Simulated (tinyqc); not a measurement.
Inside a calculation. Model: the 3-omega method: a line heater on a substrate with a thin film. Computed by tinyqc, a small Python program that keeps every step. Command: `OMP_NUM_THREADS=1 python tinyqc.py 3018627 3018628 out.jsonl threeomega walk`. One thread of a shared host (Intel(R) Xeon(R) Processor @ 2.30GHz), about 0.01 s of CPU time with the checks. Intermediate numbers are printed to about 6 digits and carried at full precision; extremes and crossings named in words are read from the listed rows.

A current at angular frequency omega = 2 pi f heats the line at 2 omega with the amplitude P per length; the temperature swing Delta T at 2 omega gives a voltage at 3 omega. The substrate is taken as semi-infinite and isotropic, and the heat capacity of heater and film is left out.

Inputs (values chosen for the exercise, modelled on alumina on silicon carbide):

| quantity | value | unit |
|---|---|---|
| substrate conductivity kappa | 374 | W/(m K) |
| substrate heat capacity C | 2.16 | 1e6 J/(m^3 K) |
| heater half-width b | 4.8 | micrometre |
| power amplitude per length P | 33 | W/m |
| current frequency f | 2700 | Hz |
| film thickness t | 440 | nm |
| film conductivity kappa_f | 1.6 | W/(m K) |
| interface resistance R_i | 39 | m^2 K/GW |
| substrate thickness d_s | 300 | micrometre |
| temperature coefficient of resistance beta | 3.6 | 1e-3/K |
| voltage amplitude V_1 | 2.4 | V |

## Penetration depth

D = kappa/C; q = sqrt(2 i omega/D); penetration depth 1/|q| = sqrt(D/(2 omega)).

diffusivity D = 173.148 mm^2/s

penetration depth = 71.4368 micrometre

|q| b = 0.0671922

penetration depth / d_s = 0.238123

Caution: the penetration depth exceeds a fifth of the substrate thickness, so the back face is felt and the semi-infinite formula fails.

## Temperature swing of the bare substrate

Delta T_s = (P/(pi kappa)) int_0^infinity (sin x/x)^2 / sqrt(x^2 + (q b)^2) dx with (q b)^2 = i |q b|^2, averaged over the heater width (12 Gauss-Legendre points on each of the pieces 0, 14 log-spaced edges from 1e-5 to 1, and multiples of pi to 40 pi; the tail adds 1/(4 (40 pi)^2)). For |q| b much below 1: Delta T_s = (P/(pi kappa)) [-ln(|q| b) + eta - i pi/4], eta = 3/2 - C_E = 0.92278, with Euler's C_E = 0.5772157.

in-phase Delta T_s = 0.101772 K

out-of-phase Delta T_s = -0.0219805 K

in-phase, narrow-line form = 0.101756 K

out-of-phase, narrow-line form = -0.0220588 K

The narrow-line form misses the in-phase part by -0.02 % and the out-of-phase part by +0.4 % at |q| b = 0.067.

## The film adds a constant step

One-dimensional flow across the film: Delta T_f = P (t/kappa_f + R_i)/(2 b); total in-phase swing Delta T = Delta T_s + Delta T_f; third-harmonic amplitude V_3 = V_1 beta |Delta T|/2 with the out-of-phase part included; the apparent film conductivity is t/(t/kappa_f + R_i).

Delta T_f = 1.079375 K

total in-phase swing = 1.18115 K

V_3 = 5.10344 mV

apparent film conductivity = 1.40127 W/(m K)

film share of the in-phase swing = 0.913836

The interface lowers the apparent conductivity by 12 %. The film gives a large part of the signal.

## Conductivity from the slope

Take the in-phase swing at f and at 2f; in the narrow-line limit kappa = P ln 2/(2 pi [Delta T(f) - Delta T(2f)]), whatever the film and the heater width.

in-phase Delta T_s at 2f = 0.0920548 K

kappa from the slope = 374.635 W/(m K)

error of the slope method = 0.169773 %

## The window of frequencies

The slope value uses each f and 2f: kappa = P ln 2/(2 pi [Delta T(f) - Delta T(2f)]).

Bare substrate:

| f (Hz) | penetration depth (micrometre) | \|q\| b | in-phase (K) | out-of-phase (K) | narrow-line form (K) | kappa from the slope (W/(m K)) |
|---|---|---|---|---|---|---|
| 6 | 1515.40 | 0.00316747 | 0.187548 | -0.0220585 | 0.187548 | 374.001 |
| 60 | 479.213 | 0.0100164 | 0.155213 | -0.0220562 | 0.155213 | 374.014 |
| 600 | 151.540 | 0.0316747 | 0.122881 | -0.0220379 | 0.122878 | 374.142 |
| 3000 | 67.7709 | 0.0708268 | 0.100294 | -0.0219730 | 0.100276 | 374.705 |
| 12000 | 33.8855 | 0.141654 | 0.0808814 | -0.0217806 | 0.0808082 | 376.795 |
| 60000 | 15.1540 | 0.316747 | 0.0585641 | -0.0210428 | 0.0582068 | 387.568 |
| 240000 | 7.57702 | 0.633495 | 0.0400814 | -0.0192556 | 0.0387389 | 425.390 |
| 1.20e+06 | 3.38855 | 1.41654 | 0.0215885 | -0.0146759 | 0.0161374 | 604.712 |
| 6.00e+06 | 1.51540 | 3.16747 | 0.00985584 | -0.00844962 | -0.00646402 | 1258.88 |
| 3.60e+07 | 0.618661 | 7.75869 | 0.00402077 | -0.00378748 | -0.0316258 | 3091.30 |

The slope gives kappa within 1 % up to |q| b = 0.14 (f = 12000 Hz) among these rows. The penetration depth stays under d_s/5 = 60 micrometre from f = 12000 Hz up, so that row alone meets both conditions. At high f the flow turns one-dimensional: in-phase and out-of-phase parts become equal in size (ratio 0.94 in the last row) and fall as f^(-1/2) (exponent -0.50).

Checks made by the program: narrow-line limit at |q| b = 0.002 (relative difference 7e-07).
